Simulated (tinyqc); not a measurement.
Haynes-Shockley experiment: drift, diffusion and decay of a minority-carrier pulse: one step, computed by the program tinyqc.

A thin sheet of excess carriers is made at x = 0, t = 0 in a long uniform bar; injection is low, so the pulse moves with the minority mobility.

Question. Transport coefficients. D = mu k_B T/e, v = mu F. Transit time d/v, diffusion length sqrt(D tau), drift length v tau, Peclet number v d/D = e F d/(k_B T).

Inputs (values chosen for the exercise, modelled on holes in n-type germanium in a lightly doped bar): minority mobility mu = 1980 cm^2/(V s); lifetime tau = 150 microsecond; temperature T = 330 K; field F = 17 V/cm; distance d to the collector = 0.93 cm.

Constants: k_B = 8.617333262e-05 eV/K.

Give: D; drift velocity v; transit time d/v; diffusion length; drift length v tau; Peclet number.

Answer.

D = 56.31 cm^2/s

drift velocity v = 33660 cm/s

transit time d/v = 27.63 microsecond

diffusion length = 919.0 micrometre

drift length v tau = 5.049 cm

Peclet number = 556.0

The pulse must travel 0.184 drift lengths.
